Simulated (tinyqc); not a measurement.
Mobility limited by charged threading dislocations: one step, computed by the program tinyqc. Command: `OMP_NUM_THREADS=1 python tinyqc.py 3009058 3009059 out.jsonl disl walk`. One thread of a shared host (Intel(R) Xeon(R) Processor @ 2.30GHz), about 0.01 s of CPU time with the checks.

Parallel lines trap electrons, one site every c, and the current flows across them. Donors are taken as fully ionised and statistics as non-degenerate; SI units, mass times m_0.

Problem. Line charge and screening. Filling f solves f = min(f_0, f*), where f* makes the line potential equal the available energy: (e^2 f/(4 pi eps eps_0 c)) (2 ln(R/r_0) - 1) = E_t - k_B T ln(N_c/N), R = sqrt(f/(pi c N)) the Read radius, r_0 = c/f, N_c = 2 (m k_B T/(2 pi hbar^2))^(3/2). Free electrons n = N - f N_dis/c; screening length lambda = sqrt(eps eps_0 k_B T/(e^2 n)).

Inputs (values chosen for the exercise, modelled on germanium on silicon):
```
quantity                                  value      unit
effective mass m                           0.12       m_0
permittivity eps                             16         -
site spacing c along the line                 4  angstrom
largest filling f_0                         0.5         -
acceptor level E_t below the band edge     0.21        eV
dislocation density N_dis               5.4e+08    1/cm^2
donor density N                         1.3e+17    1/cm^3
temperature T                               300         K
```

Band: parabolic. Filling of the line: limited by its own charge.

Constants: m_0 = 9.1093837015e-31 kg; k_B = 1.380649e-23 J/K; hbar = 1.054571817e-34 J s; e^2/(4 pi eps_0) = 14.39964548 eV angstrom; k_B = 8.617333262e-05 eV/K; eps_0 = 8.8541878128e-12 F/m; e = 1.602176634e-19 C.

Give: filling f; Read radius R; free electrons n; screening length lambda; share of electrons trapped.

Solution.

filling f = 0.1664

Read radius R = 31.91 nm

free electrons n = 1.278e+17 1/cm^3

screening length lambda = 13.38 nm

share of electrons trapped = 1.728 %

The charge of the line limits its filling below f_0. The depleted cylinders cover 1.7 % of the area; the mean distance between lines is 430 nm.
